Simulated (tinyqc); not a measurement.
Worked calculation: band folding and unfolding in a supercell of a chain. Values are carried at full precision from step to step, so a last printed digit may differ when a step is redone from the rounded ones.

A chain with hopping -t and n = 4 sites a supercell. H(K) has v_j on the diagonal, -t between neighbours and -t exp(2 pi i K) on the bond that closes the cell (from the last site to the first of the next cell). The point K holds the n wave vectors k_m = (K + m)/n of the primitive zone, in 2 pi/a, m = 0 to n - 1, with E0 = -2t cos(2 pi k_m). The unfolding weight of a state c on k_m is |sum_j c_j exp(-2 pi i k_m j)|^2/n, j = 0 to n - 1.

Parameters, chosen for this exercise:
```
symbol  value            unit        meaning
t       1.39             eV          hopping
v       (2.14, 0, 0, 0)  eV          site energies in the supercell
Kq      0.19             2 pi/(n a)  wave vector in the small zone
```

## Folded levels and Fourier components

List k_m and E0; V_q = (1/n) sum_j v_j exp(-2 pi i q j/n) couples k_m to k_(m+q).

Folded band:
```
m  k_m (2 pi/a)  E0 (eV)
0        0.0475  -2.6571
1        0.2975   0.8174
2        0.5475   2.6571
3        0.7975  -0.8174
```

V_0, V_1, ... (eV): 0.5350  0.5350  0.5350

## Supercell Hamiltonian

Fill in H(K).

H (eV), lower triangle (Hermitian):
```
                 1        2        3  4
1           2.1400
2          -1.3900        0
3                0  -1.3900        0
4  -0.5117-1.2924i        0  -1.3900  0
```

## Levels and unfolding weights

Diagonalise and project each state on the k_m.

levels (eV): -2.3291  -0.4253  1.3398  3.5547

weights:
```
     level 1  level 2  level 3  level 4
m=0    0.941    0.027    0.014    0.018
m=1    0.010    0.087    0.811    0.092
m=2    0.004    0.014    0.128    0.854
m=3    0.044    0.872    0.048    0.036
```

The purest state keeps 94.1 % on one k and the most mixed (level 3) 81.1 %; rows and columns each add to one.

## Moments of the spectral function

For each k_m: mean sum_i W E_i and variance sum_i W E_i^2 less the mean squared. The mean must be E0 plus the average of v, and the variance that of v.

Moments:
```
m  mean (eV)  variance (eV^2)
0     -2.122            0.859
1      1.352            0.859
2      3.192            0.859
3     -0.282            0.859
```

The average of v is 0.5350 eV and its variance 0.8587 eV^2: the virtual crystal gives the mean, and the variance is the spread of weight over several levels that it leaves out.

## Checks

- Variance of the spectral function against the variance of v: they agree to 1e-10 or better.
- Levels for v = 0 against the folded band: they agree to 1e-10 or better.

Run: tinyqc, `OMP_NUM_THREADS=1 python tinyqc.py 1480143 1480144 out.jsonl`; Intel(R) Xeon(R) Processor @ 2.30GHz, one thread, shared host; about 0.01 s of CPU time with all checks.
